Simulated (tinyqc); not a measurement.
Worked calculation: regular and subregular solution with a miscibility gap. Computed by tinyqc, a small Python program that keeps every step. Command: `OMP_NUM_THREADS=1 python tinyqc.py 3012491 3012492 out.jsonl regsol walk`. One thread of a shared host (Intel(R) Xeon(R) Processor @ 2.30GHz), about 0.02 s of CPU time with the checks. Intermediate numbers are printed to about 6 digits and carried at full precision; extremes and crossings named in words are read from the listed rows.

Per mole of mixing sites: G(x) = x (1 - x) [L0 + L1 (1 - 2x)] + R T [x ln x + (1 - x) ln(1 - x)], x the fraction of B.

Inputs (values chosen for the exercise, for a model semiconductor alloy):
```
quantity                      value                 unit
lattice constant a_A          5.869             angstrom
lattice constant a_B          6.058             angstrom
constant K                    49400  kJ angstrom^2.5/mol
asymmetry L1                   0.23               kJ/mol
temperature T                    74                    K
overall fraction x0            0.71                    -
coherency modulus Y             209                  GPa
molar volume V_m               31.9             cm^3/mol
gradient coefficient kappa  1.2e-09                  J/m
start value s0                 0.01                    -
```

Source of L0: delta-lattice-parameter rule.

Constants: R = 8.314462618 J/(mol K).

## Interaction parameter

A bonding enthalpy -K a^(-2.5) with a linear in x gives L0 = 4.375 K (a_A - a_B)^2/abar^4.5, abar the mean lattice constant; eta = (a_B - a_A)/abar.

L0 = 2.49961 kJ/mol

eta = 0.0316928

## G, chemical potentials and activities

G' = L0 (1 - 2x) + L1 (1 - 6x + 6x^2) + R T ln[x/(1 - x)]; G'' = -2 L0 - 6 L1 (1 - 2x) + R T/[x (1 - x)]. mu_A = G - x G', mu_B = G + (1 - x) G', activity = exp(mu/(R T)).

G, G'' and activities at x = 0.02, 0.1, 0.2, 0.35, 0.5, 0.65, 0.8, 0.9, 0.98:
```
x     G (kJ/mol)  G'' (kJ/mol)  activity of A  activity of B
0.02   -0.007000       25.0673        0.98202        1.37716
0.10    0.041511        0.7331        0.94647        3.22142
0.20    0.114136       -1.9818        0.97264        2.82496
0.35    0.186005       -2.7087        1.15046        1.82844
0.50    0.198431       -2.5381        1.51583        1.25741
0.65    0.154610       -1.8807        2.07470        0.99364
0.80    0.069976       -0.3258        2.56715        0.91071
0.90    0.008391        2.9411        2.23998        0.92825
0.98   -0.015656       27.7169        0.71137        0.98117
```

G'' is negative at 5 of the nine compositions (0.2, 0.35, 0.5, 0.65, 0.8), where the solution is unstable.

## Critical point

The spinodal is G'' = 0, R T_s(x) = x (1 - x) [2 L0 + 6 L1 (1 - 2x)]; the critical point is its maximum.

critical composition x_c = 0.434538

critical temperature T_c = 153.080 K

L1 > 0 moves the top of the gap to the A-rich side and raises it by 2.8 K over L0/(2 R).

## Spinodal at T

Solve G'' = 0 on each side of x_c.

spinodal x_s1 = 0.114619

spinodal x_s2 = 0.817449

Caution: at such a low temperature diffusion in a solid alloy is normally frozen, so this equilibrium would not be reached.

## First Newton step for the common tangent

Common tangent: F1 = G'(x1) - G'(x2) = 0 and F2 = [G - x G'](x1) - [G - x G'](x2) = 0. Newton step: J = [[G''(x1), -G''(x2)], [-x1 G''(x1), x2 G''(x2)]], J dx = -F; a step that would leave 0 < x < 1 is halved until it stays inside. The start is x1 = s0, x2 = 1 - s0.

F (kJ/mol): F1 -0.755236, F2 0.594092

J (kJ/mol):
```
         1         2
1  55.7969  -58.5017
2  -0.5580   57.9167
```

new (x1, x2): 0.012809  0.979769

## Binodal by Newton steps

Stop when the step is below 1e-12, or when x1 and x2 meet within 1e-5; residuals under 1e-7 are shown as 0.

Iteration:
```
step         x1        x2   F1 (kJ/mol)  F2 (kJ/mol)
1     0.0100000  0.990000  -7.55236e-01  5.94092e-01
2     0.0128089  0.979769  -2.16541e-01  1.95907e-01
3     0.0132061  0.972471  -3.27829e-02  3.24111e-02
4     0.0131926  0.970742  -1.16766e-03  1.16267e-03
5     0.0131918  0.970676  -1.60204e-06  1.59410e-06
6     0.0131918  0.970676             0            0
```

solubility limit x1 = 0.0131918

solubility limit x2 = 0.970676

Converged: the gap runs from 0.01319 to 0.9707, outside the spinodal as it must.

## Lever rule at x0

Inside the gap the B-rich phase has the fraction f = (x0 - x1)/(x2 - x1), and the gain is (1 - f) G(x1) + f G(x2) - G(x0); outside it one phase remains.

fraction f of the B-rich phase = 0.727749

free energy of decomposition = -138.384 J/mol

x0 lies inside the chemical spinodal: coherency strain aside, small waves of composition grow without a barrier.

## Fastest-growing wave

Linear Cahn-Hilliard theory, coherency strain left out, with energy density G/V_m + kappa (grad x)^2: the rate goes as -k^2 (G''/V_m + 2 kappa k^2), so k_c^2 = -G''/(2 kappa V_m), the fastest wave has k_m = k_c/sqrt(2) and length 2 pi/k_m.

G''(x0) = -1.43143 kJ/mol

k_c = 0.136736 1/nm

fastest wavelength = 64.9846 nm

## Coherent spinodal

If the lattice stays coherent, G'' gains 2 eta^2 Y V_m (eta = d ln a/dx, Y the biaxial modulus, E/(1 - nu) if isotropic), which is L0 replaced by L0 - eta^2 Y V_m (1 GPa cm^3/mol = 1 kJ/mol); the program reports 0 if the result is below its cutoff 3.5 |L1|.

eta^2 Y V_m = 6.69666 kJ/mol

top of the coherent spinodal = 0 K

Coherency strain takes most or all of L0: decomposition then needs incoherent interfaces or a free surface.

## The phase diagram

For this table each start is x_s1/6 and 1 - (1 - x_s2)/6. The dilute estimate of x1 is exp(-(L0 + L1)/(R T)).

Binodal and spinodal:
```
T (K)  binodal x1  spinodal x_s1  spinodal x_s2  binodal x2  dilute estimate of x1
61     0.00482804      0.0910574       0.852219    0.987617             0.00459898
77      0.0159517       0.120358       0.809161    0.965454              0.0140716
92      0.0354303       0.151144       0.765840    0.931094              0.0281996
107     0.0665788       0.186469       0.718303    0.881064              0.0465049
122      0.114197       0.228865       0.663999    0.810988              0.0678158
138      0.196642       0.289278       0.591198    0.701122              0.0926464
147      0.277113       0.341170       0.532471    0.603835               0.107173
```

The dilute estimate is 0.95 of x1 at the lowest T and 0.39 at the highest: it drops the pull of the other solutes and the impurity of the second phase. Near the top the binodal is 1.71 times as wide as the spinodal; the mean-field limit at T_c is sqrt(3) = 1.73. The gap is lopsided: at the lowest T, A dissolves 0.0048 of B and B dissolves 0.012 of A.

Checks made by the program: binodal against the lower hull of G on 40001 points (relative difference 9e-06).
